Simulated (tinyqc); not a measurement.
The 3-omega method: a line heater on a substrate with a thin film: one step, computed by the program tinyqc. Command: `OMP_NUM_THREADS=1 python tinyqc.py 3026337 3026338 out.jsonl threeomega walk`. One thread of a shared host (Intel(R) Xeon(R) Processor @ 2.30GHz), about 0.01 s of CPU time with the checks.

A current at angular frequency omega = 2 pi f heats the line at 2 omega with the amplitude P per length; the temperature swing Delta T at 2 omega gives a voltage at 3 omega. The substrate is taken as semi-infinite and isotropic, and the heat capacity of heater and film is left out.

Question. Temperature swing of the bare substrate. Delta T_s = (P/(pi kappa)) int_0^infinity (sin x/x)^2 / sqrt(x^2 + (q b)^2) dx with (q b)^2 = i |q b|^2, averaged over the heater width (12 Gauss-Legendre points on each of the pieces 0, 14 log-spaced edges from 1e-5 to 1, and multiples of pi to 40 pi; the tail adds 1/(4 (40 pi)^2)). For |q| b much below 1: Delta T_s = (P/(pi kappa)) [-ln(|q| b) + eta - i pi/4], eta = 3/2 - C_E = 0.92278, with Euler's C_E = 0.5772157.

Inputs (values chosen for the exercise, modelled on alumina on germanium):
```
quantity                      value           unit
substrate conductivity kappa   59.1        W/(m K)
substrate heat capacity C       1.7  1e6 J/(m^3 K)
heater half-width b             5.7     micrometre
power amplitude per length P    6.5            W/m
current frequency f             710             Hz
```

|q| b = 0.09131449

Give: in-phase Delta T_s; out-of-phase Delta T_s; in-phase, narrow-line form; out-of-phase, narrow-line form.

Answer.

in-phase Delta T_s = 0.1161 K

out-of-phase Delta T_s = -0.02733 K

in-phase, narrow-line form = 0.1161 K

out-of-phase, narrow-line form = -0.02750 K

The narrow-line form misses the in-phase part by -0.03 % and the out-of-phase part by +0.6 % at |q| b = 0.091.
